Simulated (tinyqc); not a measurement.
Spin coating of a resist or spin-on film: centrifugal thinning, evaporation and the final thickness (Emslie and Meyerhofer models): one step, computed by the program tinyqc.

A Newtonian film stays uniform over the wafer; solvent and solids have the same density and the concentration is uniform through the thickness.

Task: Rates. omega = 2 pi f/60; nu(c) = nu_s + k c^gamma; evaporation rate e = e0 sqrt(f/1000 rpm). Flow constant K = 2 omega^2/(3 nu(c0)); Reynolds number of the air omega R^2/nu_air with nu_air = 15 mm^2/s.

Inputs (values chosen for the exercise, of the order of those of a polymer resist in an ester solvent):
```
quantity                                 value          unit
solids volume fraction c0                0.064             -
kinematic viscosity of the solvent nu_s    1.5        mm^2/s
viscosity constant k                      2400        mm^2/s
viscosity exponent gamma                   2.1             -
spin speed f                              2500           rpm
evaporation rate at 1000 rpm e0           0.31  micrometre/s
wafer radius R                             100            mm
```

Give: omega; nu(c0); evaporation rate e; flow constant K; Reynolds number of the air.

Result:

omega = 261.8 1/s

nu(c0) = 8.968 mm^2/s

evaporation rate e = 0.4902 micrometre/s

flow constant K = 0.005095 1/(micrometre^2 s)

Reynolds number of the air = 1.745e+05
